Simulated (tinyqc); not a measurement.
Square on-chip spiral inductor, lumped pi model: one step of the calculation.

Outer diameter do = di + 2 n wd + 2 (n - 1) sp, mean da = (do + di)/2, fill p = (do - di)/(do + di), length l = 4 n da. L = 2.34 mu0 n^2 da/(1 + 2.75 p), mu0 = 4 pi 1e-7 H/m. Rs = rho l/(wd delta (1 - exp(-th/delta))), delta = sqrt(rho/(pi f mu0)). Cs = n wd^2 eps0 eo/hu across the coil. At each end Cox = l wd eps0 eo/(2 ho) leads to the substrate branch Rsi = 2 rs he/(l wd) in parallel with Csi = l wd eps0 11.7/(2 he). With one end grounded Y = 1/(Rs + i w L) + i w Cs + 1/[1/(i w Cox) + 1/(1/Rsi + i w Csi)], w = 2 pi f; Q = -Im Y/Re Y. Eddy currents in neighbouring turns and in the substrate are left out.

Problem. Admittance, quality factor and apparent inductance. Series branch 1/(Rs + i w L), substrate branch, total Y, Q = -Im Y/Re Y, apparent inductance Im(1/Y)/w, metal-only value w L/Rs, share of the loss in the substrate Re(substrate branch)/Re Y.

Parameters, values chosen for the exercise: frequency f = 1.6 GHz.

L = 8.2834025 nH
Rs = 9.2968206 ohm
Cs = 17.265666 fF
Cox = 54.413009 fF
Rsi = 493.09665 ohm
Csi = 42.017725 fF

Find: series branch; substrate branch; Y; Q; apparent inductance; w L/Rs; share of the loss in the substrate.

Solution.

series branch = 1.32-11.86i mS
substrate branch = 0.1201+0.4896i mS
Y = 1.44-11.20i mS
Q = 7.753
apparent inductance = 8.738 nH
w L/Rs = 8.957
share of the loss in the substrate = 8.316 %

Q is 86.6 % of the metal-only value.

Numbers from tinyqc (`OMP_NUM_THREADS=1 python tinyqc.py 2302019 2302020 out.jsonl`; about 0.01 s on one thread of a shared Intel Xeon 2.30GHz).
